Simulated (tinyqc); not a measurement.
Film, cylinder and sphere at the same misfit: thermal stress, cracking, delamination and buckling of a thin film; Griffith cracks and misfitting inclusions. Computed by tinyqc, a small Python program. Command: `OMP_NUM_THREADS=1 python tinyqc.py 3004938 3004939 out.jsonl filmcrack walk`. One thread of a shared host (Intel(R) Xeon(R) Processor @ 2.30GHz), about 0.01 s of CPU time with the checks.

Isotropic linear elasticity; the substrate is much thicker than the film; stress is positive in tension.

Inputs (values chosen for the exercise, modelled on a tungsten film on silicon):

| quantity | value | unit |
|---|---|---|
| film Young's modulus E | 401 | GPa |
| film Poisson ratio nu | 0.27 | - |
| film expansion alpha_f | 4.7 | 1e-6/K |
| substrate expansion alpha_s | 3.3 | 1e-6/K |
| deposition temperature T_d | 725 | K |
| final temperature T | 300 | K |
| intrinsic stress | -31 | MPa |
| film thickness h | 0.35 | micrometre |
| substrate Young's modulus E_s | 167 | GPa |
| substrate Poisson ratio nu_s | 0.24 | - |

Method. Thermal strain = (alpha_f - alpha_s)(T_d - T); stress = E/(1 - nu) x strain + intrinsic stress; plane-strain modulus Ebar = E/(1 - nu^2); G0 = stress^2 h/(2 Ebar) is the energy freed per area when a long strip loses its stress across its width. Thermal misfit e alone, mean stress = trace/3 and largest difference of principal stresses inside. Film: E e/(1 - nu) in two directions, 0 in the third. Cylinder: s0 = (1 + nu) e/[(1 + nu)(1 - 2 nu)/E + (1 + nu_s)/E_s] twice and s_zz = E e + 2 nu s0. Sphere: e/[(1 - 2 nu)/E + (1 + nu_s)/(2 E_s)] three times.

thermal strain = 5.95e-04

Stresses inside (MPa):

| shape | s1 | s2 | s3 | mean | largest difference |
|---|---|---|---|---|---|
| film | 326.84 | 326.84 | 0.00 | 217.89 | 326.84 |
| cylinder | 85.08 | 85.08 | 284.54 | 151.56 | 199.46 |
| sphere | 122.44 | 122.44 | 122.44 | 122.44 | 0.00 |

The mean stress in size is 218 MPa in the film, 152 in the cylinder and 122 in the sphere, while the largest difference, twice the largest shear stress, goes from 327 through 199 to 0. In a ductile solid shear can relax by slip and hydrostatic stress cannot.

Extremes, crossings and ranges named in words are read from the listed rows.
